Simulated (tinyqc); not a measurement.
Reverse leakage of an n+-p junction: diffusion, generation, trap-assisted and band-to-band tunnelling: two steps of the calculation.

One-sided abrupt junction in the depletion approximation, x from the junction (0) to W on the p side, field F = F0 (1 - x/W). Flat quasi-Fermi levels, long p side. Traps generate through SRH with both lifetimes shortened by 1 + Gamma (Hurkx enhancement, form for moderate fields); band-to-band generation is local and needs a total bending above Eg.

Parameters, values chosen for the exercise; band and dielectric values close to those of silicon:
- T = 350 K (temperature)
- Eg = 1.11 eV (band gap)
- eps_r = 11.5 (relative permittivity)
- Nc = 3.53e19 cm^-3 (conduction-band density of states at T)
- Nv = 3.29e19 cm^-3 (valence-band density of states at T)
- Na = 1e18 cm^-3 (acceptor density of the lighter side)
- Nd = 1e20 cm^-3 (donor density of the heavier side)
- tau = 3e-6 s (SRH lifetime of both carriers at zero field)
- Et = 0 eV (trap level above the intrinsic level)
- mt = 0.26 m0 (tunnelling mass)
- Dn = 20 cm^2/s (electron diffusion coefficient on the lighter side)
- Ab = 7.9e14 cm^-0.5 V^-2.5 s^-1 (band-to-band prefactor)
- Bb = 1.95e7 V/cm (band-to-band field constant)
- VR = 2.2 V (reverse bias)

Constants: q = 1.602176634e-19 C, kB = 1.380649e-23 J/K, hbar = 1.054571817e-34 J s, m0 = 9.1093837015e-31 kg, Vt = kB T/q, eps0 = 8.8541878128e-14 F/cm where lengths are in cm. Results are converted to the units shown.

Problem 1. Field, scales and diffusion current. ni = sqrt(Nc Nv) exp(-Eg/(2 Vt)), Eg in volts; Vbi = Vt ln(Na Nd/ni^2); W = sqrt(2 eps0 eps_r (Vbi + VR)/(q Na)); F0 = 2 (Vbi + VR)/W; FG = sqrt(24 mt m0 (kB T)^3)/(q hbar); J_diff = q ni^2 sqrt(Dn/tau)(1 - exp(-VR/Vt))/Na.

Give: ni; Vbi; W; F0; FG; J_diff.

Solution 1.

ni = 3.4741e11 cm^-3
Vbi = 1.0360 V
W = 64.134 nm
F0 = 1009.1 kV/cm
FG = 474.00 kV/cm
J_diff = 4.9927e-11 A/cm^2

Problem 2. Generation rates across the layer. u = (Vbi + VR)(1 - x/W)^2, p = Na exp(-u/Vt), n = Nd exp((u - Vbi - VR)/Vt); G0 = ni^2 (1 - exp(-VR/Vt))/(tau (n + p + 2 ni cosh(Et/Vt))); Gamma = 2 sqrt(3 pi)(F/FG) exp((F/FG)^2); trap-assisted part G0 Gamma; G_bb = Ab F^2.5 exp(-Bb/F) with F in V/cm, zero unless Vbi + VR > Eg. 15 equal steps.

ni = 3.4740578e11 cm^-3
Vbi = 1.0360405 V
W = 64.134255 nm
F0 = 1009.1457 kV/cm
FG = 473.99879 kV/cm

Find: x; F; Gamma; G0; G0 Gamma; G_bb.

Solution 2.

x, point 0 to 15 (nm): [0.00, 4.28, 8.55, 12.83, 17.10, 21.38, 25.65, 29.93, 34.20, 38.48, 42.76, 47.03, 51.31, 55.58, 59.86, 64.13]
F, point 0 to 15 (in units of 1e3 kV/cm): [1.009, 0.942, 0.875, 0.807, 0.740, 0.673, 0.605, 0.538, 0.471, 0.404, 0.336, 0.269, 0.202, 0.135, 0.067, 0.000]
Gamma, point 0 to 15: [1216, 632.7, 341.0, 190.2, 109.7, 65.33, 40.10, 25.31, 16.37, 10.80, 7.210, 4.812, 3.134, 1.889, 0.8892, 0]
G0, point 0 to 15 (cm^-3 s^-1): [4.023e8, 4.049e14, 5.788e16, 5.790e16, 5.790e16, 5.790e16, 5.790e16, 5.790e16, 5.790e16, 5.512e16, 5.480e15, 8.270e13, 2.940e12, 2.710e11, 6.481e10, 4.023e10]
G0 Gamma, point 0 to 15 (cm^-3 s^-1): [4.891e11, 2.562e17, 1.974e19, 1.101e19, 6.353e18, 3.783e18, 2.322e18, 1.465e18, 9.477e17, 5.952e17, 3.951e16, 3.979e14, 9.216e12, 5.119e11, 5.763e10, 0]
G_bb, point 0 to 15 (in units of 1e21 cm^-3 s^-1): [3.277, 0.694, 0.117, 0.015, 0.001, 0.000, 0.000, 0.000, 0.000, 0.000, 0.000, 0.000, 0.000, 0.000, 0.000, 0.000]

Range of the model: The n+ side is degenerate, so Vbi from Boltzmann statistics is only a guide.

tinyqc, about 0.01 s, one thread, Intel Xeon 2.30GHz (shared host): `OMP_NUM_THREADS=1 python tinyqc.py 2290023 2290024 out.jsonl`
